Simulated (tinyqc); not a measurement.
## Frequency dispersion of an accumulation capacitance by border traps, distributed model: capacitance and loss against frequency

Traps spread evenly through the insulator exchange electrons with the semiconductor by tunnelling, with tau(x) = t0 exp(2 ka x) at depth x from the interface. The admittance per area Y seen at depth x obeys dY/dx = -Y^2/(i w eps0 eox) + q Nb ln(1 + i w tau)/tau, with Y(0) = i w Cs and w = 2 pi f; the gate sees Y(tox) = G + i w C. Working variable y = Y/(i w), in uF/cm^2. Cox = eps0 eox/tox.

Cox; trap-free value 1/(1/Cox + 1/Cs); response depth d = ln(1/(w t0))/(2 ka), where w tau = 1; lumped estimate: all traps within d act as C_bt = q Nb d placed at d/2, so C = 1/{1/[1/(1/Cs + d/(2 eps0 eox)) + C_bt] + (tox - d/2)/(eps0 eox)}. C and G from a fine integration; dispersion -d C/d log10 f over C, from f times and over 1.1. For a broad spread of time constants G/w is close to -(pi/2) dC/d ln w.

Parameters, values chosen for the exercise; permittivity close to that of hafnium oxide:

| symbol | value | unit | meaning |
|---|---|---|---|
| eox | 18.8 |  | relative permittivity of the insulator |
| tox | 6.5 | nm | insulator thickness |
| Cs | 6.3 | uF/cm^2 | semiconductor capacitance in accumulation |
| Nb | 5.4e19 | cm^-3 eV^-1 | density of border traps |
| ka | 5 | 1/nm | decay constant of the wave function in the insulator |
| t0 | 1e-9 | s | time constant of a trap at the interface |

Constants: q = 1.602176634e-19 C, eps0 = 8.8541878128e-14 F/cm where lengths are in cm. Results are converted to the units shown.

The same in every row: trap-free C (uF/cm^2) = 1.821.

Result of one run:
```
f (Hz)  d (nm)  C (uF/cm^2)  G/w (uF/cm^2)  dispersion (% a decade)  -(pi/2) dC/d ln w (uF/cm^2)  lumped C (uF/cm^2)
10       1.658        2.019        0.02464                    1.788                      0.02462               1.995
```

What becomes of these results when the frequency f is changed from 10 to 1e5 Hz, all else the same?

Result of the changed run:
```
f (Hz)  d (nm)  C (uF/cm^2)  G/w (uF/cm^2)  dispersion (% a decade)  -(pi/2) dC/d ln w (uF/cm^2)  lumped C (uF/cm^2)
1e5     0.7372        1.897        0.01717                    1.326                      0.01717               1.885
```

The whole series:
```
f (Hz)  d (nm)  C (uF/cm^2)  G/w (uF/cm^2)  dispersion (% a decade)  -(pi/2) dC/d ln w (uF/cm^2)  lumped C (uF/cm^2)
10       1.658        2.019        0.02464                    1.788                      0.02462               1.995
100      1.428        1.984        0.02264                    1.672                      0.02263               1.965
1000     1.198        1.953        0.02074                    1.556                      0.02073               1.936
10000   0.9675        1.924        0.01892                    1.441                      0.01891               1.909
1e5     0.7372        1.897        0.01717                    1.326                      0.01717               1.885
1e6     0.5070        1.873        0.01548                    1.212                      0.01549               1.863
1e7     0.2767        1.852        0.01370                    1.099                      0.01388               1.842
```

C falls from 2.019 to 1.852 uF/cm^2, towards the trap-free 1.821; each decade of frequency removes ln 10/(2 ka) = 0.230 nm from the response depth. The dispersion falls from 1.79 to 1.10 % a decade and G/w falls from 0.0246 to 0.0137 uF/cm^2. G/w lies between 0.987 and 1.00 times -(pi/2) dC/d ln w, the relation for a broad spread of time constants.

Numbers from tinyqc (`OMP_NUM_THREADS=1 python tinyqc.py 2202206 2202207 out.jsonl`; about 0.5 s on one thread of a shared Intel Xeon 2.30GHz).
